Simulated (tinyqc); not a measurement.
What each parameter does: valley splitting of a silicon quantum well in envelope theory.

The well lies at 0 < z < L; U(z) = V0 [1/(1 + exp(z/w)) + 1/(1 + exp((L - z)/w))] - e F z, 1 mV/nm = 1e-4 eV/angstrom. The envelope psi solves -(c/ml) psi'' + U psi = E psi, c = hbar^2/2m0, by three-point differences on a grid of 0.1 angstrom from -40 to L + 40 angstrom. The two valleys at +/- k0 couple through D = C0 times the integral of exp(-i q z) U(z) psi^2, q = 2 k0 (2 pi/a), and split by Ev = 2|D|.

Random alloy: with Y(z) = Yw + (Yb - Yw) B(z), B the bracket in U, and in-plane density exp(-r^2/ad^2)/(pi ad^2), D gains a random complex part of variance sigma^2 = (C0^2/pi)(a^2 V0/(8 ad (Yb - Yw)))^2 (4/a) times the integral of psi^4 Y (1 - Y). Alone it gives a mean splitting sqrt(pi) sigma; together with the smooth part the rms splitting is 2 sqrt(|D|^2 + sigma^2).

Constants: hbar^2/2m0 = 3.80998211 eV angstrom^2.

Values chosen for the exercise (near those of a strained Si well in SiGe; shifted at random, so the results belong to these values and not to a real crystal): L = 82 angstrom (well width); V0 = 0.2 eV (conduction offset); ml = 0.929 m0 (mass along z); w = 1.3 angstrom (interface width parameter); F = 1.8 mV/nm (field pressing towards the upper interface); k0 = 0.837 2 pi/a (valley position); a = 5.431 angstrom (lattice constant); C0 = 0.248 (Bloch overlap factor); Yb = 0.3 (Ge share of the barrier); Yw = 0.02 (Ge share of the well); ad = 150 angstrom (dot radius).

Orbital spacing, psi^2 at z = L, the smooth splitting and sigma; V0 is held fixed when Yw changes.

One parameter was then changed.

Results before and after:

| case | E2 - E1 (meV) | psi^2(L) (1e-3/angstrom) | 2\|D\| (micro-eV) | sigma (micro-eV) |
|---|---|---|---|---|
| base | 15.88 | 0.890 | 0.36 | 39.1 |
| changed | 16.69 | 1.179 | 0.47 | 40.1 |

Which of these changes was made? (a) w = 0.91 angstrom; (b) C0 = 0.298; (c) Yw = 0.05; (d) k0 = 0.817 2 pi/a; (e) L = 88 angstrom; (f) V0 = 0.25 eV; (g) ad = 190 angstrom; (h) F = 2.7 mV/nm.

Answer: (h) F = 2.7 mV/nm. Of the candidates, run in turn, only this one gives the changed row.

All candidates:

| case | E2 - E1 (meV) | psi^2(L) (1e-3/angstrom) | 2\|D\| (micro-eV) | sigma (micro-eV) |
|---|---|---|---|---|
| base | 15.88 | 0.890 | 0.36 | 39.1 |
| ad = 190 angstrom | 15.88 | 0.890 | 0.36 | 30.9 |
| Yw = 0.05 | 15.88 | 0.890 | 0.36 | 68.2 |
| L = 88 angstrom | 14.24 | 0.828 | 0.37 | 38.3 |
| V0 = 0.25 eV | 16.27 | 0.684 | 0.40 | 49.2 |
| w = 0.91 angstrom | 15.61 | 0.983 | 2.17 | 39.0 |
| F = 2.7 mV/nm | 16.69 | 1.179 | 0.47 | 40.1 |
| k0 = 0.817 2 pi/a | 15.88 | 0.890 | 0.37 | 39.1 |
| C0 = 0.298 | 15.88 | 0.890 | 0.44 | 47.0 |

Computed by tinyqc, a small Python program: `OMP_NUM_THREADS=1 python tinyqc.py 1281811 1281812 out.jsonl` (the numbers bound the seed that draws the inputs); one thread of a shared host (Intel(R) Xeon(R) Processor @ 2.30GHz), about 0.07 s for the whole set of steps.
